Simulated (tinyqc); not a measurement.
Worked calculation: interface roughness in a thin film (subband fluctuation and scattering). Values are carried at full precision from step to step, so a last printed digit may differ when a step is redone from the rounded ones.

Square well of width t, barriers V0, c = hbar^2/2m0: E1 solves k t + 2 atan[(k/mz)/(kappa/mb)] = pi, k = sqrt(mz E/c), kappa = sqrt(mb (V0 - E)/c). One interface is rough, so the subband edge fluctuates by G dt with G = |dE1/dt| (central difference of 0.01 angstrom; 2 E1/t for hard walls).

Constants: hbar^2/2m0 = 3.80998211 eV angstrom^2; e^2/(4 pi eps0) = 14.39964547 eV angstrom; hbar = 6.58211957e-16 eV s.

Values chosen for the exercise (near those of a thin Si channel on (100), two-fold valleys; shifted at random, so the results belong to these values and not to a real crystal): t = 34 angstrom (film thickness); mz = 0.93 m0 (confinement mass); V0 = 3.13 eV (barrier); mb = 0.51 m0 (barrier mass); D = 3.1 angstrom (rms height of the roughness); md = 0.191 m0 (mass in the plane); gv = 2 (valleys); Lc = 54 angstrom (correlation length); Ns = 7.1 x 1e12/cm^2 (sheet density); eps = 7.5 (mean dielectric constant at the channel); Lg = 120 angstrom (gate length); Wg = 250 angstrom (gate width).

## Sensitivity of the level to thickness

Give E1, G, the hard-wall values and the rms fluctuation G D.

E1 = 31.73 meV
G = |dE1/dt| = 1.7768 meV/angstrom

hard walls: E1 (meV) and G (meV/angstrom): [34.977, 2.057]

G D = 5.51 meV

Hard walls overstate G by a factor 1.16, and the scattering rate, which goes as G^2, by 1.34.

## The angular integrand

Gaussian roughness spectrum S(q) = pi D^2 Lc^2 exp(-q^2 Lc^2/4). Degenerate gas, taken to fill one subband (the second starts to fill once c kF^2/md exceeds E2 - E1, which is not tested here): kF = sqrt(2 pi Ns/gv), q = 2 kF sin(theta/2), 1/tau = (md/(2 pi c hbar)) G^2 times the integral from 0 to pi of S(q)(1 - cos theta)/eps(q)^2 dtheta, eps(q) = 1 + qs/q with screening (qs = gv md q0/(c eps), q0 = e^2/(4 pi eps0), form factors left out, which overstates the screening; other scattering is left out too, so these values lie far above measured mobilities in all but the thinnest films) or 1 without; mobility = tau c2/md with c2 = e/m0 = 1.75882e15 cm^2/(V s^2); 1e12/cm^2 = 1e-4/angstrom^2.

kF, qs, and exp(-q^2 Lc^2/4)(1 - cos theta) without and with the factor 1/eps^2 at theta = 30, 60, ..., 180 degrees.

kF = 0.04723 1/angstrom
qs = 0.1925 1/angstrom

Integrand:
```
theta  q (1/angstrom)     bare  eps(q)  screened
30             0.0244   0.0867    8.87   0.00110
60             0.0472   0.0984    5.08   0.00382
90             0.0668   0.0387    3.88   0.00257
120            0.0818   0.0114    3.35   0.00102
150            0.0912  0.00432    3.11  0.000447
180            0.0945  0.00299    3.04  0.000324
```

kF Lc = 2.55: the spectrum cuts off large angles, and the bare integrand is largest at 60 degrees among these rows.

## Scattering time and mobility

Integrate over theta.

Results:
```
case      integral   tau (fs)  mobility (cm^2/(V s))
bare        0.1262       2353              2.167e+04
screened  0.004767  6.227e+04              5.734e+05
```

Screening raises the mobility by a factor 26.5. With it kF l = 8.42e+03, so by this rate the carriers are far from localisation. Phonons, and the gate field that presses carriers to the wall, limit real channels far below this value.

## Threshold variation

Averaged over an area A = Lg Wg much larger than Lc^2, the thickness varies by D sqrt(pi Lc^2/A), so sigma(Vt) = G D Lc sqrt(pi/A)/e; the Pelgrom coefficient is sigma sqrt(A) (1 micrometre = 1e4 angstrom).

rms of the mean thickness = 1.713 angstrom
sigma(Vt) = 3.044 mV
coefficient = 0.0527 mV micrometre

The electrostatic effect of the thickness is left out. Lc is not small against the gate, so the averaging formula overstates the variation.

## Checks

- G from the envelope at the wall, psi(t/2)^2 (E1 + c mz (kappa/mb)^2), against the difference quotient, meV/angstrom: both 1.777.
- Bare integral for Lc -> 0 against pi: both 3.1416.

Run: tinyqc, `OMP_NUM_THREADS=1 python tinyqc.py 1251349 1251350 out.jsonl`; Intel(R) Xeon(R) Processor @ 2.30GHz, one thread, shared host; about 0.01 s of CPU time with all checks.
